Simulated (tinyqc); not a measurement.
From results to parameters: Morse oscillator. Computed by the program tinyqc.

Problem. A Morse oscillator has levels we (n + 1/2) - wexe (n + 1/2)^2 with wexe = we^2/(4 De) and we = a sqrt(2 De/m) in atomic units (1 hartree = 219474.63 cm^-1 = 27.211386 eV, 1 u = 1822.888 electron masses). Find we, wexe, De and a.

spacings 0-1 and 1-2 (cm^-1): 743.754149  736.577318
reduced mass = 10.469977 u

Solution. The spacings are we - 2 wexe and we - 4 wexe, so their difference is 2 wexe; De = we^2/(4 wexe) and a = sqrt(2 m wexe).

we, wexe (cm^-1): 750.9310  3.5884
De = 4.871 eV
a = 0.7900 1/bohr
